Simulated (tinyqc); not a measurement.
# n-type polysilicon, carrier trapping at grain boundaries, step by step

tinyqc, about 0.01 s, one thread, Intel Xeon 2.30GHz (shared host): `OMP_NUM_THREADS=1 python tinyqc.py 2830005 2830006 out.jsonl` Printed values are rounded.

One-dimensional grains of size Lg, uniform ionised doping N, monovalent traps Qt at each boundary at a depth Et below (for electrons) or above (for holes) the band edge there, abrupt depletion of width W on each side of a boundary, Boltzmann statistics. xi is the distance from the band edge at the grain centre to the Fermi level. Trapped charge Qt/(1 + exp((xi + VB - Et)/Vt)) = 2 N W, barrier VB = q N W^2/(2 eps0 eps_r).

Inputs (values chosen for the exercise); values of the order met in polycrystalline silicon: temperature T = 300 K; relative permittivity eps_r = 11.7; conduction-band density of states at T NB = 2.8e19 cm^-3; grain size Lg = 99 nm; trap density of a grain boundary Qt = 4e12 cm^-2; depth of the trap level from the majority band edge at the boundary Et = 0.42 eV; mass for thermionic emission ms = 0.47 m0; correction factor of the emission rate fe = 0.5; mobility inside the grains mug = 47 cm^2/(V s); doping N = 8.9e17 cm^-3.

Constants: q = 1.602176634e-19 C, kB = 1.380649e-23 J/K, m0 = 9.1093837015e-31 kg, Vt = kB T/q, eps0 = 8.8541878128e-14 F/cm where lengths are in cm. Results are converted to the units shown.

## Starting value

W = 13 nm.

W at the start = 13 nm

## Iteration 1: new W

Partly depleted grain, xi = Vt ln(NB/N): f = 1/(1 + exp((xi + VB - Et)/Vt)), g = Qt f - 2 N W, g' = -2 Qt f (1 - f) VB/(W Vt) - 2 N, W(new) = W - g/g'.

VB = 0.116311 V
f = 0.999751
g = 1.68500e12 cm^-2
g' = -1.78689e11 cm^-2/nm
W after iteration 1 = 22.4298 nm

## Iteration 2: new W

As before.

VB = 0.346248 V
f = 0.355283
g = -2.57138e12 cm^-2
g' = -1.27221e12 cm^-2/nm
W after iteration 2 = 20.4086 nm

## Iteration 3: new W

As before.

VB = 0.286658 V
f = 0.846728
g = -2.45827e11 cm^-2
g' = -7.42096e11 cm^-2/nm
W after iteration 3 = 20.0774 nm

## Course of the iteration

Stop when the step is below 1e-10 nm, or after 40 iterations.

Course of the iteration:
```
iteration  W before the step (nm)  step (nm)
1                              13       9.43
2                         22.4298      -2.02
3                         20.4086     -0.331
4                         20.0774    -0.0388
5                         20.0386   -4.74e-4
6                         20.0381   -6.96e-8
7                         20.0381          0
```

Converged in 7 iterations.

## Depletion width, Fermi level and barrier

If the trap equation with xi = Vt ln(NB/N) has a root W < Lg/2, the grain is partly depleted; otherwise W = Lg/2 and the trap equation gives xi = Et - VB + Vt ln(Qt/(N Lg) - 1). N* = Qt/Lg.

N* = 4.04040e17 cm^-3
W = 20.0381 nm
xi = 0.0891568 V
VB = 0.276343 V
share of traps filled = 0.891695

N is 2.20 N*, and the grain is partly depleted; VB = 10.7 Vt.

## Resistivity and effective mobility

n0 = NB exp(-xi/Vt); mean density n0 (1 - 2 W/Lg) by charge balance in a partly depleted grain, and n0 (sqrt(pi)/2) erf(u)/u with u = sqrt(VB/Vt) in a fully depleted one; v = sqrt(kB T/(2 pi ms m0)); barrier resistivity Vt exp(VB/Vt)/(q fe n0 v Lg); grain resistivity (1 - 2 W/Lg)/(q n0 mug); effective mobility 1/(q mean density total resistivity).

n0 = 8.9e17 cm^-3
mean density = 5.29719e17 cm^-3
v = 3.92391e6 cm/s
barrier resistivity = 409.661 ohm cm
grain resistivity = 0.0888091 ohm cm
resistivity = 409.750 ohm cm
effective mobility = 0.0287558 cm^2/(V s)

The resistivity is 2750 times that of a single crystal with the same N and mobility mug, and the mean density is 59.5 % of N.
